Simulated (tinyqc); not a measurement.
Tunnel rates from the two plateau currents.

Problem. With only the 0-1 transition of a spin-degenerate level in the bias window, I = 2 q G_in G_out/(2 G_in + G_out). Find GL and GR.

Constants: q = 1.602176634e-19 C. Results are converted to the units shown.

sizes of the plateau currents for electrons entering from the left and from the right (pA): [272.15640, 183.88946]

Answer. q/I(left) = 1/GR + 1/(2 GL) and q/I(right) = 1/GL + 1/(2 GR) are linear in 1/GL and 1/GR.

GL = 1.30 1/ns
GR = 4.90 1/ns

Numbers from tinyqc (`OMP_NUM_THREADS=1 python tinyqc.py 2780018 2780019 out.jsonl`; about 0.01 s on one thread of a shared Intel Xeon 2.30GHz).
